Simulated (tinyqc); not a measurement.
Interlayer thickness: switching kinetics of a ferroelectric film and the memory window of a ferroelectric gate stack. Computed by tinyqc, a small Python program. Command: `OMP_NUM_THREADS=1 python tinyqc.py 3003295 3003296 out.jsonl feswitch walk`. One thread of a shared host (Intel(R) Xeon(R) Processor @ 2.30GHz), about 0.01 s of CPU time with the checks.

Fields in MV/cm; 1 microcoulomb/cm^2 over eps_0 is 11.29409 MV/cm. In the stack (metal, ferroelectric, interlayer, channel) the channel is taken as a conductor.

Inputs (values chosen for the exercise, for a model film):
```
quantity                                 value               unit
saturation polarisation P_s                 31  microcoulomb/cm^2
ratio P_r/P_s                             0.73                  -
coercive field E_c                           1              MV/cm
permittivity of the ferroelectric eps_F     39                  -
thickness t_F                               20                 nm
permittivity of the interlayer eps_I       7.5                  -
share s of P screened by trapped charge   0.91                  -
pulse height V                             3.4                  V
breakdown field of the interlayer           16              MV/cm
```

Method. Series stack: V = E_F t_F + E_I t_I and eps_I E_I = eps_F E_F + (1 - s) P/eps_0. E_I is for P = +P_s at the pulse height, the depolarising field for P = +P_r at V = 0; V needed puts E_F = 1.5 E_c after switching.

Stack against t_I:
```
t_I (nm)  E_F after (MV/cm)  E_I (MV/cm)  depolarising field / E_c  V needed (V)
0.3                  1.5185       12.098                   0.04268        3.3600
0.5                  1.4115       11.541                   0.06785        3.6001
0.8                  1.2682       10.796                   0.10156        3.9601
1.2                  1.1036        9.940                   0.14026        4.4402
1.6                  0.9632        9.210                   0.17328        4.9202
2.0                  0.8420        8.580                   0.20178        5.4003
3.0                  0.6010        7.327                   0.25846        6.6004
```

What does the comparison show, and why?

Each nanometre of interlayer costs 1.20 V, against 0.15 V for a nanometre of ferroelectric. The depolarising field grows from 0.04 to 0.26 E_c. At E_F = 1.5 E_c the interlayer carries (1.5 eps_F E_c + (1 - s) P_s/eps_0)/eps_I = 12.0 MV/cm whatever its thickness. Caution: where E_F after switching is below E_c the switching stalls before P_s, and where the depolarising field exceeds E_c the state switches back, so those rows describe states that are not held.
